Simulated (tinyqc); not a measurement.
What each parameter does: polytypes by hexagonality, and a cubic inclusion as a quantum well.

Gap: E3 + (E2 - E3) h. Valence top Ev2 h and polarisation P2 h, both counted from 3C; Ec = Ev + gap.

A cubic inclusion of width L = N d in the host (h = 1) is a well of depth V = Ec(host) - Ec(3C). Square well with mass mismatch: k tan(k L/2) = (m_w/m_b) q, k = sqrt(m_w E/c), q = sqrt(m_b (V - E)/c), c = hbar^2/2m0, lowest root. The depth of the level, V - E, is its binding, and the transition to the valence top of the host is gap(host) - (V - E). The step in polarisation gives a field |F| = |P|/(eps eps0) in a thin inclusion, eps0 = 8.8541878e-12 F/m.

Constants: hbar^2/2m0 = 3.80998211 eV angstrom^2.

Values chosen for the exercise (of the order of those of InAs; not measured data): E3 = 0.416 eV (gap of the cubic polytype); E2 = 0.457 eV (gap of 2H); Ev2 = 0.05 eV (valence top of 2H above that of 3C); P2 = 0.002 C/m^2 (spontaneous polarisation of 2H); m = (0.028, 0.027) m0 (electron mass along c in the cubic layer and in the host); d = 3.493 angstrom (thickness of a double layer); eps = 14.6 (dielectric constant); N = 6 (double layers in the cubic inclusion).

Well depth, depth of the level, transition without the field and field.

One parameter was then changed.

Results before and after:
```
case,V (eV),depth (eV),transition (eV),|F| (MV/cm)
base,0.0910,0.0059,0.4511,0.155
changed,0.1210,0.0102,0.4768,0.155
```

Which of these changes was made? (a) P2 = 0.0026 C/m^2; (b) E3 = 0.396 eV; (c) eps = 15.6; (d) m = (0.034, 0.027) m0; (e) Ev2 = 0.08 eV; (f) N = 7; (g) E2 = 0.487 eV.

Answer: (g) E2 = 0.487 eV. Of the candidates, run in turn, only this one gives the changed row.

All candidates:
```
case,V (eV),depth (eV),transition (eV),|F| (MV/cm)
base,0.0910,0.0059,0.4511,0.155
N = 7,0.0910,0.0078,0.4492,0.155
Ev2 = 0.08 eV,0.1210,0.0102,0.4468,0.155
E3 = 0.396 eV,0.1110,0.0086,0.4484,0.155
E2 = 0.487 eV,0.1210,0.0102,0.4768,0.155
P2 = 0.0026 C/m^2,0.0910,0.0059,0.4511,0.201
eps = 15.6,0.0910,0.0059,0.4511,0.145
"m = (0.034, 0.027) m0",0.0910,0.0060,0.4510,0.155
```

tinyqc: `OMP_NUM_THREADS=1 python tinyqc.py 1850378 1850379 out.jsonl`; about 0.04 s, one thread, shared Intel(R) Xeon(R) Processor @ 2.30GHz.
